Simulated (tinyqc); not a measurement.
# Correction of a charged-defect supercell by a model charge and potential alignment (plane-averaged potentials), step by step

A worked calculation. Computed by tinyqc, a small Python program that keeps every step. Command: `OMP_NUM_THREADS=1 python tinyqc.py 3112018 3112019 out.jsonl align walk`. One thread of a shared host (Intel(R) Xeon(R) Processor @ 2.30GHz), about 0.01 s of CPU time with the checks. Intermediate numbers are printed to about 6 digits and carried at full precision; extremes and crossings named in words are read from the listed rows.

The "true" defect charge is (1 - x) q in a Gaussian of width sigma plus x q in one of width sigma_t, so the exact answer is known; the correction sees only a single model Gaussian of width sigma_m. A Gaussian of width s has the transform rho(G) = exp(-G^2 s^2/2), normalised to 1. A uniform background cancels q, so G = 0 is left out. Potentials are those felt by a unit positive charge. E_0 is the formation energy of the isolated defect, E_cell its value in the supercell, E_lat = E_iso - E_per of the model charge, C the true less the model potential far from the defect; the exact correction is E_0 - E_cell, and the error of a scheme is E_cell plus its correction less E_0.

Inputs (values chosen for the exercise, with screening close to that of diamond): defect charge q = 2 e; dielectric constant eps = 5.68; edge of the cubic cell L = 12.9 angstrom; width sigma of the true defect charge = 1.1 angstrom; width sigma_m of the model charge = 0.79 angstrom; share x of the charge in a wide tail = 0; width sigma_t of the tail = 1.9 angstrom; formation energy of the isolated defect E_0 = 2.78 eV.

Constants: e^2/(4 pi eps_0) = 14.39964548 eV angstrom.

## The supercell energy and its true error

Periodic energy E_per = (2 pi q^2/(eps L^3)) (e^2/(4 pi eps_0)) sum_(G != 0) rho(G)^2/G^2, G = (2 pi/L)(n1, n2, n3), |n_i| <= 16. Isolated energy: two Gaussians of charges q_a, q_b and widths a, b interact by q_a q_b (e^2/(4 pi eps_0 eps)) sqrt(2/pi)/sqrt(a^2 + b^2), and the self-energy is half the sum over pairs. Supercell value E_cell = E_0 + E_per - E_iso for the true charge.

E_iso, true charge = 2.60055 eV

E_per, true charge = 1.52128 eV

E_cell = 1.70072 eV

exact correction = 1.07928 eV

## Lattice energy of the model charge

E_lat = E_iso - E_per for the model charge; point-charge value alpha q^2 e^2/(4 pi eps_0 eps 2 L) with alpha = 2.837297.

E_iso, model = 3.62102 eV

E_per, model = 2.52436 eV

E_lat = 1.09667 eV

point-charge value = 1.11519 eV

## Plane-averaged potentials

Plane-averaged potential at distance z from the defect: V(z) = (4 pi q/(eps L^3)) (e^2/(4 pi eps_0 e)) sum_(m != 0) rho(G_m) cos(G_m z)/G_m^2, G_m = 2 pi m/L, |m| <= 40.

Potentials (V):
```
z/L   z (angstrom)       true      model  difference
0.00         0.000   0.261532   0.300189  -0.0386567
0.05         0.645   0.239621   0.268237  -0.0286159
0.10         1.290   0.182310   0.192094  -0.0097837
0.15         1.935   0.108022   0.105279   0.0027433
0.20         2.580   0.033072   0.025682   0.0073900
0.25         3.225  -0.033697  -0.042189   0.0084921
0.30         3.870  -0.089081  -0.097753   0.0086721
0.35         4.515  -0.132278  -0.140971   0.0086931
0.40         5.160  -0.163146  -0.171841   0.0086948
0.45         5.805  -0.181668  -0.190363   0.0086950
0.50         6.450  -0.187842  -0.196537   0.0086950
```

The difference moves by 0.00 mV between z/L = 0.4 and 0.5: a plateau.

## Alignment and corrected energy

C = difference at z = L/2; E_corr = E_cell + E_lat - q C. For charges that have died out at L/2, C = (2 pi q/(eps L^3)) (e^2/(4 pi eps_0 e)) (<s^2> - sigma_m^2), <s^2> = (1 - x) sigma^2 + x sigma_t^2.

alignment C = 0.00869496 V

C, closed form = 0.00869496 V

E_corr = 2.78000 eV

error with alignment (rounded to 1e-4 meV) = 0 meV

error without alignment = 17.3899 meV

error with the point-charge term alone = 35.9135 meV

error without correction = -1079.28 meV

Errors are measured against E_0. Alignment cuts the error of the model charge from 17 to below 0.001 meV.

## Errors against cell size

Schemes: none; point-charge term alpha q^2 e^2/(4 pi eps_0 eps 2 L), alpha = 2.837297; E_lat of the model; E_lat - q C with C at z = L/2.

Error against E_0 (meV):
```
L (angstrom)      none  point charge  model charge  model and alignment
9.03          -1488.42       104.704       50.6995            0.0153544
11.00         -1249.89        57.923       28.0472            0.0001239
12.90         -1079.28        35.913       17.3899            0.0000006
15.50          -907.42        20.703       10.0247            0.0000000
```

Between the last two rows the uncorrected error scales as L^-0.94 and the point-charge remainder as L^-3.00. With alignment the error is 0.0 meV in the smallest cell and 0.00 meV in the largest.

Checks made by the program: E_lat against the point-charge value less 2 pi q^2 sigma_m^2 e^2/(4 pi eps_0 eps L^3) (relative difference 2e-07).
